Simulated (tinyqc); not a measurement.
From k_eff back to diffusivity in the melt D: crystal pulling from the melt: segregation, interface stability, heat balance and point-defect regime. Computed by tinyqc, a small Python program. Command: `OMP_NUM_THREADS=1 python tinyqc.py 3028864 3028865 out.jsonl pull inv`. One thread of a shared host (Intel(R) Xeon(R) Processor @ 2.30GHz), about 0.02 s of CPU time with the checks.

A dilute solute; steady pulling with a flat interface unless it is found unstable.

Inputs (values chosen for the exercise, modelled on aluminium in silicon):

| quantity | value | unit |
|---|---|---|
| equilibrium coefficient k0 | 0.0019 | - |
| kinematic viscosity nu | 0.0031 | cm^2/s |
| crystal rotation | 30 | rpm |
| pull rate V | 0.45 | mm/min |

Method. delta = 1.61 D^(1/3) nu^(1/6) omega^(-1/2), omega = 2 pi rpm/60; k_eff = k0/[k0 + (1 - k0) exp(-V delta/D)] (Burton, Prim and Slichter); the melt at the interface is enriched by k_eff/k0.

Question. A run gave the result below. Find the diffusivity in the melt D, known to lie between 0.00017 and 0.00029 cm^2/s.

k_eff = 0.002050428

Answer.

Each step takes the trial c = (a f_b - b f_a)/(f_b - f_a), f being the result less the target and a, b, c the logarithms of the listed values; c replaces end b, the old b replaces a if the sign of f changed, and otherwise f_a is halved.

Scan of the range:

| diffusivity in the melt D (cm^2/s) | k_eff |
|---|---|
| 1.70e-04 | 0.00206774 |
| 1.86e-04 | 0.00205758 |
| 2.03e-04 | 0.00204832 |
| 2.22e-04 | 0.00203942 |
| 2.43e-04 | 0.00203100 |
| 2.65e-04 | 0.00202341 |
| 2.90e-04 | 0.00201600 |

False position (Illinois rule, in the logarithm of the input) inside the bracket:

| step | end a | end b | trial | k_eff |
|---|---|---|---|---|
| 1 | 1.86000e-04 | 2.03000e-04 | 1.98997e-04 | 0.00205038 |
| 2 | 1.86000e-04 | 1.98997e-04 | 1.98809e-04 | 0.00205048 |
| 3 | 1.98997e-04 | 1.98809e-04 | 1.98900e-04 | 0.00205043 |
| 4 | 1.98809e-04 | 1.98900e-04 | 1.98900e-04 | 0.00205043 |

k_eff falls at every point of a 13-point scan of the range (every second point is shown), so one value fits; it is bracketed by 1.86e-4 and 2.03e-4. Answer: diffusivity in the melt D = 1.989e-4 cm^2/s.
